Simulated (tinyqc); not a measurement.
Coupled-perturbed Hartree-Fock on RHF in the 6-31g basis, for H3+, spin multiplicity 1, step by step. Computed by tinyqc, a small Python program that keeps every step (integrals from PySCF). Settings: charge = 1, multiplicity = 1, basis = 6-31g, method = RHF, energy threshold = 1e-10, iteration cap = 69, orthogonalisation = symmetric, start = atomic densities, DIIS depth = 6. Command: `OMP_NUM_THREADS=1 python tinyqc.py 25670 25671 out.jsonl` (the two numbers bound the seeds that draw the settings). One thread of a shared host (Intel(R) Xeon(R) Processor @ 2.60GHz), about 0.1 s of CPU time with the checks. Later iterations appear only in the table of the cycle.

## One-electron integrals

Geometry (angstrom):
```
atom,x,y,z
H,0.000000,0.000000,0.000000
H,0.000000,0.000000,0.916000
H,0.000000,0.000000,-0.916000
```

Basis 6-31g: exponents (1/bohr^2) and contraction coefficients of normalised primitives:
```
element,l (shell),exponent,coefficient
H,s (1),18.731137,0.033495
H,s (1),2.825394,0.234727
H,s (1),0.640122,0.813757
H,s (2),0.161278,1.000000
```

Overlap, kinetic and nuclear-attraction integrals over the contracted functions; the nuclear repulsion is the sum of Za Zb / Rab.

nuclear repulsion = 1.44426095 hartree

overlap S, lower triangle:
```
,1H 1s,1H 2s,2H 1s,2H 2s,3H 1s,3H 2s
1H 1s,1.000000
1H 2s,0.658292,1.000000
2H 1s,0.311118,0.444001,1.000000
2H 2s,0.444001,0.785354,0.658292,1.000000
3H 1s,0.311118,0.444001,0.014799,0.136619,1.000000
3H 2s,0.444001,0.785354,0.136619,0.380419,0.658292,1.000000
```

kinetic energy T (hartree), lower triangle:
```
,1H 1s,1H 2s,2H 1s,2H 2s,3H 1s,3H 2s
1H 1s,1.395678
1H 2s,0.259735,0.241917
2H 1s,0.077121,0.128909,1.395678
2H 2s,0.128909,0.159387,0.259735,0.241917
3H 1s,0.077121,0.128909,-0.023910,-0.002614,1.395678
3H 2s,0.128909,0.159387,-0.002614,0.032733,0.259735,0.241917
```

nuclear attraction V (hartree), lower triangle:
```
,1H 1s,1H 2s,2H 1s,2H 2s,3H 1s,3H 2s
1H 1s,-2.804347
1H 2s,-1.483720,-1.606271
2H 1s,-0.763160,-0.918178,-2.517641
2H 2s,-0.991832,-1.222343,-1.303163,-1.410846
3H 1s,-0.763160,-0.918178,-0.036049,-0.288953,-2.517641
3H 2s,-0.991832,-1.222343,-0.288953,-0.611057,-1.303163,-1.410846
```

core Hamiltonian H = T + V (hartree), lower triangle:
```
,1H 1s,1H 2s,2H 1s,2H 2s,3H 1s,3H 2s
1H 1s,-1.408669
1H 2s,-1.223985,-1.364354
2H 1s,-0.686038,-0.789268,-1.121963
2H 2s,-0.862923,-1.062956,-1.043428,-1.168929
3H 1s,-0.686038,-0.789268,-0.059958,-0.291567,-1.121963
3H 2s,-0.862923,-1.062956,-0.291567,-0.578324,-1.043428,-1.168929
```

## Two-electron integrals

Functions are numbered as in S; the eight-fold symmetry (ij|kl) = (ji|kl) = (kl|ij) leaves the list below.

Two-electron integrals (ij|kl) in chemists' order, unique and non-zero (hartree):
```
i,j,k,l,(ij|kl)
1,1,1,1,1.076566
2,1,1,1,0.578470
2,1,2,1,0.329423
2,2,1,1,0.587396
2,2,2,1,0.361304
2,2,2,2,0.453150
3,1,1,1,0.260866
3,1,2,1,0.150849
3,1,2,2,0.168598
3,1,3,1,0.091143
3,2,1,1,0.272215
3,2,2,1,0.168058
3,2,2,2,0.209732
3,2,3,1,0.108837
3,2,3,2,0.148775
3,3,1,1,0.560716
3,3,2,1,0.355322
3,3,2,2,0.460429
3,3,3,1,0.260866
3,3,3,2,0.381431
3,3,3,3,1.076566
4,1,1,1,0.381431
4,1,2,1,0.218352
4,1,2,2,0.241470
4,1,3,1,0.108837
4,1,3,2,0.124465
4,1,3,3,0.272215
4,1,4,1,0.148775
4,2,1,1,0.431815
4,2,2,1,0.267776
4,2,2,2,0.342057
4,2,3,1,0.140983
4,2,3,2,0.186573
4,2,3,3,0.431815
4,2,4,1,0.186573
4,2,4,2,0.279495
4,3,1,1,0.355322
4,3,2,1,0.223881
4,3,2,2,0.291203
4,3,3,1,0.150849
4,3,3,2,0.218352
4,3,3,3,0.578470
4,3,4,1,0.168058
4,3,4,2,0.267776
4,3,4,3,0.329423
4,4,1,1,0.460429
4,4,2,1,0.291203
4,4,2,2,0.389627
4,4,3,1,0.168598
4,4,3,2,0.241470
4,4,3,3,0.587396
4,4,4,1,0.209732
4,4,4,2,0.342057
4,4,4,3,0.361304
4,4,4,4,0.453150
5,1,1,1,0.260866
5,1,2,1,0.150849
5,1,2,2,0.168598
5,1,3,1,0.054998
5,1,3,2,0.059977
5,1,3,3,0.120600
5,1,4,1,0.092395
5,1,4,2,0.111718
5,1,4,3,0.078837
5,1,4,4,0.113011
5,1,5,1,0.091143
5,2,1,1,0.272215
5,2,2,1,0.168058
5,2,2,2,0.209732
5,2,3,1,0.059977
5,2,3,2,0.069253
5,2,3,3,0.141268
5,2,4,1,0.101870
5,2,4,2,0.134942
5,2,4,3,0.092715
5,2,4,4,0.136884
5,2,5,1,0.108837
5,2,5,2,0.148775
5,3,1,1,0.014320
5,3,2,1,0.007996
5,3,2,2,0.008463
5,3,3,1,0.003656
5,3,3,2,0.003955
5,3,3,3,0.008295
5,3,4,1,0.005290
5,3,4,2,0.006247
5,3,4,3,0.005215
5,3,4,4,0.006726
5,3,5,1,0.003656
5,3,5,2,0.003955
5,3,5,3,0.000196
5,4,1,1,0.094279
5,4,2,1,0.056922
5,4,2,2,0.068205
5,4,3,1,0.021000
5,4,3,2,0.023835
5,4,3,3,0.048530
5,4,4,1,0.034975
5,4,4,2,0.044990
5,4,4,3,0.031723
5,4,4,4,0.045948
5,4,5,1,0.034642
5,4,5,2,0.044693
5,4,5,3,0.001353
5,4,5,4,0.013834
5,5,1,1,0.560716
5,5,2,1,0.355322
5,5,2,2,0.460429
5,5,3,1,0.120600
5,5,3,2,0.141268
5,5,3,3,0.288841
5,5,4,1,0.210467
5,5,4,2,0.285382
5,5,4,3,0.190079
5,5,4,4,0.285640
5,5,5,1,0.260866
5,5,5,2,0.381431
5,5,5,3,0.008295
5,5,5,4,0.109822
5,5,5,5,1.076566
6,1,1,1,0.381431
6,1,2,1,0.218352
6,1,2,2,0.241470
6,1,3,1,0.092395
6,1,3,2,0.101870
6,1,3,3,0.210467
6,1,4,1,0.140979
6,1,4,2,0.172096
6,1,4,3,0.134794
6,1,4,4,0.182232
6,1,5,1,0.108837
6,1,5,2,0.124465
6,1,5,3,0.005290
6,1,5,4,0.041310
6,1,5,5,0.272215
6,1,6,1,0.148775
6,2,1,1,0.431815
6,2,2,1,0.267776
6,2,2,2,0.342057
6,2,3,1,0.111718
6,2,3,2,0.134942
6,2,3,3,0.285382
6,2,4,1,0.172096
6,2,4,2,0.240315
6,2,4,3,0.184227
6,2,4,4,0.260030
6,2,5,1,0.140983
6,2,5,2,0.186573
6,2,5,3,0.006247
6,2,5,4,0.058334
6,2,5,5,0.431815
6,2,6,1,0.186573
6,2,6,2,0.279495
6,3,1,1,0.094279
6,3,2,1,0.056922
6,3,2,2,0.068205
6,3,3,1,0.034642
6,3,3,2,0.044693
6,3,3,3,0.109822
6,3,4,1,0.041310
6,3,4,2,0.058334
6,3,4,3,0.063815
6,3,4,4,0.072288
6,3,5,1,0.021000
6,3,5,2,0.023835
6,3,5,3,0.001353
6,3,5,4,0.008229
6,3,5,5,0.048530
6,3,6,1,0.034975
6,3,6,2,0.044990
6,3,6,3,0.013834
6,4,1,1,0.223457
6,4,2,1,0.137447
6,4,2,2,0.172387
6,4,3,1,0.064138
6,4,3,2,0.079786
6,4,3,3,0.175156
6,4,4,1,0.091860
6,4,4,2,0.130125
6,4,4,3,0.110779
6,4,4,4,0.148222
6,4,5,1,0.064138
6,4,5,2,0.079786
6,4,5,3,0.003219
6,4,5,4,0.025946
6,4,5,5,0.175156
6,4,6,1,0.091860
6,4,6,2,0.130125
6,4,6,3,0.025946
6,4,6,4,0.065579
6,5,1,1,0.355322
6,5,2,1,0.223881
6,5,2,2,0.291203
6,5,3,1,0.078837
6,5,3,2,0.092715
6,5,3,3,0.190079
6,5,4,1,0.134794
6,5,4,2,0.184227
6,5,4,3,0.124980
6,5,4,4,0.186789
6,5,5,1,0.150849
6,5,5,2,0.218352
6,5,5,3,0.005215
6,5,5,4,0.063815
6,5,5,5,0.578470
6,5,6,1,0.168058
6,5,6,2,0.267776
6,5,6,3,0.031723
6,5,6,4,0.110779
6,5,6,5,0.329423
6,6,1,1,0.460429
6,6,2,1,0.291203
6,6,2,2,0.389627
6,6,3,1,0.113011
6,6,3,2,0.136884
6,6,3,3,0.285640
6,6,4,1,0.182232
6,6,4,2,0.260030
6,6,4,3,0.186789
6,6,4,4,0.274619
6,6,5,1,0.168598
6,6,5,2,0.241470
6,6,5,3,0.006726
6,6,5,4,0.072288
6,6,5,5,0.587396
6,6,6,1,0.209732
6,6,6,2,0.342057
6,6,6,3,0.045948
6,6,6,4,0.148222
6,6,6,5,0.361304
6,6,6,6,0.453150
```

## Orthogonalisation

S = U s U^T; symmetric (Loewdin) form X = U s^(-1/2) U^T, so that X^T S X = 1.

eigenvalues of S: 0.044242  0.249614  0.446121  0.597380  1.355168  3.307475

X, lower triangle:
```
,1H 1s,1H 2s,2H 1s,2H 2s,3H 1s,3H 2s
1H 1s,1.291129
1H 2s,-0.625292,3.180245
2H 1s,-0.086798,-0.020173,1.266490
2H 2s,0.099695,-1.296756,-0.479626,1.975672
3H 1s,-0.086798,-0.020173,0.025130,0.059494,1.266490
3H 2s,0.099695,-1.296756,0.059494,0.356464,-0.479626,1.975672
```

## Starting guess

The start is atomic minimal-basis densities projected into this basis (PySCF's MINAO start) and scaled to the electron count of each spin; this density is not idempotent, so its energy is not variational and may lie below the converged one.

D at the start, lower triangle:
```
,1H 1s,1H 2s,2H 1s,2H 2s,3H 1s,3H 2s
1H 1s,0.184987
1H 2s,0.187572,0.190813
2H 1s,-0.003073,-0.010476,0.180981
2H 2s,0.009858,0.001118,0.202918,0.229657
3H 1s,-0.003073,-0.010476,-0.006372,0.007267,0.180981
3H 2s,0.009858,0.001118,0.007267,0.025341,0.202918,0.229657
```

## Iteration 1: building the Fock matrix

J_ij = sum D_kl (ij|kl), K_ij = sum D_kl (ik|jl); F = H + J - 0.5 K; E = tr D H + tr D J / 2 - 0.25 tr D K + E_nn.

Coulomb J (hartree), lower triangle:
```
,1H 1s,1H 2s,2H 1s,2H 2s,3H 1s,3H 2s
1H 1s,1.247329
1H 2s,0.753046,0.923451
2H 1s,0.368055,0.465719,1.093291
2H 2s,0.505063,0.705077,0.660651,0.824899
3H 1s,0.368055,0.465719,0.017814,0.147970,1.093291
3H 2s,0.505063,0.705077,0.147970,0.351299,0.660651,0.824899
```

exchange K (hartree), lower triangle:
```
,1H 1s,1H 2s,2H 1s,2H 2s,3H 1s,3H 2s
1H 1s,0.684302
1H 2s,0.596105,0.633063
2H 1s,0.350619,0.416212,0.594441
2H 2s,0.447872,0.501254,0.490646,0.497844
3H 1s,0.350619,0.416212,0.088012,0.201701,0.594441
3H 2s,0.447872,0.501254,0.201701,0.312945,0.490646,0.497844
```

Fock matrix F (hartree), lower triangle:
```
,1H 1s,1H 2s,2H 1s,2H 2s,3H 1s,3H 2s
1H 1s,-0.503491
1H 2s,-0.768991,-0.757435
2H 1s,-0.493293,-0.531655,-0.325892
2H 2s,-0.581796,-0.608506,-0.628099,-0.592952
3H 1s,-0.493293,-0.531655,-0.086150,-0.244448,-0.325892
3H 2s,-0.581796,-0.608506,-0.244448,-0.383497,-0.628099,-0.592952
```

total energy of this density = -0.68241870 hartree

This density is the starting one; it is not idempotent, so its energy is not variational and may lie below the converged one.

## Iteration 1: diagonalisation and new density

Diagonalise F' = X^T F X, C = X C', fill 1 alpha and 1 beta electrons from the bottom; D = 2 C_occ C_occ^T. Each column has its largest component positive (the first on a tie).

F' = X^T F X (hartree), lower triangle:
```
,1,2,3,4,5,6
1,0.068658
2,-0.587112,0.087758
3,-0.266216,-0.133584,0.163979
4,-0.074346,-0.202990,-0.527441,-0.019207
5,-0.266216,-0.133584,0.080782,0.011926,0.163979
6,-0.074346,-0.202990,0.011926,-0.070185,-0.527441,-0.019207
```

orbital energies (hartree): MO1 -0.955163, MO2 -0.472520, MO3 -0.049063, MO4 0.481461, MO5 0.606695, MO6 0.834550

coefficients C:
```
,MO1,MO2,MO3,MO4,MO5,MO6
1H 1s,0.360150,0.000000,0.357783,-0.718413,0.000000,-1.148528
1H 2s,0.367274,0.000000,2.250587,1.536830,0.000000,2.511381
2H 1s,0.214955,0.337791,-0.104150,-0.655738,-0.895382,0.665802
2H 2s,0.085149,0.556095,-1.536580,-0.074100,1.070981,-1.457867
3H 1s,0.214955,-0.337791,-0.104150,-0.655738,0.895382,0.665802
3H 2s,0.085149,-0.556095,-1.536580,-0.074100,-1.070981,-1.457867
```

D after iteration 1, lower triangle:
```
,1H 1s,1H 2s,2H 1s,2H 2s,3H 1s,3H 2s
1H 1s,0.259417
1H 2s,0.264548,0.269780
2H 1s,0.154832,0.157895,0.092411
2H 2s,0.061333,0.062546,0.036606,0.014501
3H 1s,0.154832,0.157895,0.092411,0.036606,0.092411
3H 2s,0.061333,0.062546,0.036606,0.014501,0.036606,0.014501
```

## Iteration 6 (converged): orbitals

converged F (hartree), lower triangle:
```
,1H 1s,1H 2s,2H 1s,2H 2s,3H 1s,3H 2s
1H 1s,-0.505503
1H 2s,-0.832057,-0.800248
2H 1s,-0.557168,-0.572434,-0.285014
2H 2s,-0.634949,-0.638951,-0.616728,-0.588417
3H 1s,-0.557168,-0.572434,-0.153015,-0.303085,-0.285014
3H 2s,-0.634949,-0.638951,-0.303085,-0.427117,-0.616728,-0.588417
```

As before.

F' = X^T F X (hartree), lower triangle:
```
,1,2,3,4,5,6
1,0.150868
2,-0.650587,0.105442
3,-0.324385,-0.159202,0.219463
4,-0.091261,-0.204097,-0.505982,0.000834
5,-0.324385,-0.159202,0.049947,-0.013539,0.219463
6,-0.091261,-0.204097,-0.013539,-0.085485,-0.505982,0.000834
```

orbital energies (hartree): MO1 -1.027952, MO2 -0.366279, MO3 -0.002098, MO4 0.531360, MO5 0.622115, MO6 0.939759

coefficients C:
```
,MO1,MO2,MO3,MO4,MO5,MO6
1H 1s,0.361616,0.000000,0.276326,-0.624590,0.000000,-1.222994
1H 2s,0.409719,0.000000,2.402158,1.398634,0.000000,2.444280
2H 1s,0.228399,0.313308,-0.051134,-0.700135,-0.904240,0.620779
2H 2s,0.047182,0.585024,-1.638444,0.003626,1.055457,-1.346276
3H 1s,0.228399,-0.313308,-0.051134,-0.700135,0.904240,0.620779
3H 2s,0.047182,-0.585024,-1.638444,0.003626,-1.055457,-1.346276
```

D after iteration 6, lower triangle:
```
,1H 1s,1H 2s,2H 1s,2H 2s,3H 1s,3H 2s
1H 1s,0.261533
1H 2s,0.296322,0.335739
2H 1s,0.165186,0.187159,0.104332
2H 2s,0.034123,0.038662,0.021553,0.004452
3H 1s,0.165186,0.187159,0.104332,0.021553,0.104332
3H 2s,0.034123,0.038662,0.021553,0.004452,0.021553,0.004452
```

## Convergence

Stop when the energy changes by less than 1e-10 hartree and every element of the error matrix X^T (F D S - S D F) X is below 3e-06.

Course of the cycle:
```
iteration,E (hartree),change,largest element of the error matrix
1,-0.68241870,-,1.20e-01
2,-1.21036201,-5.28e-01,1.68e-02
3,-1.21142123,-1.06e-03,1.73e-03
4,-1.21142982,-8.59e-06,1.01e-04
5,-1.21142985,-2.99e-08,1.32e-06
6,-1.21142985,-6.23e-12,2.27e-08
```

PySCF RHF in the same basis = -1.21142985 hartree

Converged in 6 iterations.

## Populations, bond orders and dipole

Mulliken: Z minus the diagonal of D S on the atom; Loewdin: the same with S^(1/2) D S^(1/2); Mayer order: 2 sum_s sum (D(s) S)_ij (D(s) S)_ji over the two atoms.

Charges (e):
```
atom,Mulliken,Loewdin
1H,-0.347415,-0.080537
2H,0.673708,0.540268
3H,0.673708,0.540268
```

Mayer bond orders:
```
pair,order
2-1,0.439651
3-1,0.439651
3-2,0.106467
```

dipole moment about the origin, x y z (debye): 0.000000  0.000000  0.000000

## Integrals over molecular orbitals

(pq|rs) = sum C_ip C_jq C_kr C_ls (ij|kl), one index at a time.

one-electron integrals over orbitals h = C^T H C (hartree), lower triangle:
```
,1,2,3,4,5,6
1,-1.627739
2,0.000000,-1.164011
3,-0.090014,0.000000,-0.716219
4,0.090717,0.000000,-0.028911,-0.347445
5,0.000000,0.170600,0.000000,0.000000,-0.182292
6,0.077451,0.000000,0.228060,-0.027678,0.000000,-0.121068
```

Two-electron integrals over orbitals (pq|rs), unique and non-zero (hartree):
```
p,q,r,s,(pq|rs)
1,1,1,1,0.599787
2,1,2,1,0.121108
2,2,1,1,0.459420
2,2,2,2,0.451314
3,1,1,1,0.090014
3,1,2,2,0.003331
3,1,3,1,0.056932
3,2,2,1,-0.078659
3,2,3,2,0.085829
3,3,1,1,0.385526
3,3,2,2,0.362489
3,3,3,1,0.014605
3,3,3,3,0.341610
4,1,1,1,-0.090717
4,1,2,2,-0.074258
4,1,3,1,-0.010587
4,1,3,3,-0.042166
4,1,4,1,0.057955
4,2,2,1,-0.061708
4,2,3,2,0.033321
4,2,4,2,0.052927
4,3,1,1,0.009162
4,3,2,2,0.024574
4,3,3,1,-0.010197
4,3,3,3,0.005309
4,3,4,1,-0.001008
4,3,4,3,0.012919
4,4,1,1,0.468380
4,4,2,2,0.407217
4,4,3,1,0.038883
4,4,3,3,0.332792
4,4,4,1,-0.056023
4,4,4,3,0.021159
4,4,4,4,0.420294
5,1,2,1,-0.067595
5,1,3,2,0.029282
5,1,4,2,0.052479
5,1,5,1,0.055740
5,2,1,1,-0.119098
5,2,2,2,-0.106792
5,2,3,1,-0.007395
5,2,3,3,-0.041551
5,2,4,1,0.057523
5,2,4,3,-0.017852
5,2,4,4,-0.096332
5,2,5,2,0.086326
5,3,2,1,-0.013603
5,3,3,2,0.031374
5,3,4,2,-0.010911
5,3,5,1,-0.010618
5,3,5,3,0.034257
5,4,2,1,0.111262
5,4,3,2,-0.073333
5,4,4,2,-0.065492
5,4,5,1,-0.069543
5,4,5,3,-0.008190
5,4,5,4,0.116461
5,5,1,1,0.430073
5,5,2,2,0.426765
5,5,3,1,0.001006
5,5,3,3,0.339540
5,5,4,1,-0.078506
5,5,4,3,0.023498
5,5,4,4,0.395630
5,5,5,2,-0.112193
5,5,5,5,0.426518
6,1,1,1,-0.077451
6,1,2,2,0.021844
6,1,3,1,-0.065901
6,1,3,3,-0.023932
6,1,4,1,0.012445
6,1,4,3,0.026387
6,1,4,4,-0.009128
6,1,5,2,-0.020052
6,1,5,5,0.029807
6,1,6,1,0.108245
6,2,2,1,0.069627
6,2,3,2,-0.037707
6,2,4,2,-0.049580
6,2,5,1,-0.051161
6,2,5,3,0.012539
6,2,5,4,0.072488
6,2,6,2,0.057752
6,3,1,1,-0.146980
6,3,2,2,-0.073215
6,3,3,1,-0.048086
6,3,3,3,-0.047868
6,3,4,1,0.044532
6,3,4,3,0.001603
6,3,4,4,-0.088167
6,3,5,2,0.049942
6,3,5,5,-0.064610
6,3,6,1,0.053004
6,3,6,3,0.076634
6,4,1,1,0.020061
6,4,2,2,-0.047417
6,4,3,1,0.044524
6,4,3,3,-0.005678
6,4,4,1,0.019163
6,4,4,3,-0.019038
6,4,4,4,-0.010477
6,4,5,2,0.039302
6,4,5,5,-0.058710
6,4,6,1,-0.071405
6,4,6,3,-0.021225
6,4,6,4,0.067052
6,5,2,1,-0.096648
6,5,3,2,0.074647
6,5,4,2,0.061680
6,5,5,1,0.061405
6,5,5,3,0.011855
6,5,5,4,-0.102708
6,5,6,2,-0.063630
6,5,6,5,0.099706
6,6,1,1,0.584536
6,6,2,2,0.444217
6,6,3,1,0.091659
6,6,3,3,0.389073
6,6,4,1,-0.111374
6,6,4,3,-0.001664
6,6,4,4,0.454408
6,6,5,2,-0.117541
6,6,5,5,0.426422
6,6,6,1,-0.105893
6,6,6,3,-0.159177
6,6,6,4,0.029512
6,6,6,6,0.621145
```

## Response to a field: uncoupled start

dipole integrals <a|z|i> (bohr):
```
,i1
a2,1.254378
a3,0.000000
a4,0.000000
a5,-0.117250
a6,0.000000
```

Field along z; U_ai = -mu_ai / (e_a - e_i), alpha = -4 sum U_ai mu_ai.

uncoupled U:
```
,i1
a2,-1.895768
a3,0.000000
a4,0.000000
a5,0.071058
a6,0.000000
```

uncoupled polarisability = 9.545362 bohr^3

## Coupled step 1

U_ai = -(mu_ai + sum_bj [4 (ai|bj) - (ab|ij) - (aj|bi)] U_bj) / (e_a - e_i); alpha = -4 sum U_ai mu_ai.

U after step 1:
```
,i1
a2,-2.162104
a3,0.000000
a4,0.000000
a5,-0.013770
a6,0.000000
```

polarisability = 10.841922 bohr^3

## Coupled step 2

As before.

U after step 2:
```
,i1
a2,-2.211513
a3,0.000000
a4,0.000000
a5,-0.040791
a6,0.000000
```

polarisability = 11.077159 bohr^3

## Coupled polarisability

Repeat until U stops changing; compare with -d2E/dF2.

Course of the coupled iterations:
```
step,alpha (bohr^3)
0,9.545362
1,10.841922
2,11.077159
3,11.127116
4,11.138396
5,11.140996
6,11.141599
7,11.141739
8,11.141772
9,11.141780
10,11.141781
11,11.141782
12,11.141782
13,11.141782
```

coupled polarisability = 11.141782 bohr^3

finite-field check, fields of +/-0.001 au = 11.141788 bohr^3
